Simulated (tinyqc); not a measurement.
# Gap difference from the gain at two temperatures

Inverse problem. When back injection limits the gain, beta = b exp(-dE/(kB T)) with dE the gap reduction of the emitter less that of the base and b constant. Find dE and beta at 300 K.

Constants: q = 1.602176634e-19 C, kB = 1.380649e-23 J/K. Results are converted to the units shown.

T (K): 273  425
beta: 155.91268  282.08239

Answer. ln beta is a straight line in 1/T with slope -dE/kB.

dE = 0.03900 eV
beta at 300 K = 181.0

Computed by the program tinyqc: `OMP_NUM_THREADS=1 python tinyqc.py 2320079 2320080 out.jsonl`, one thread of a shared Intel Xeon 2.30GHz, about 0.01 s for the whole run.
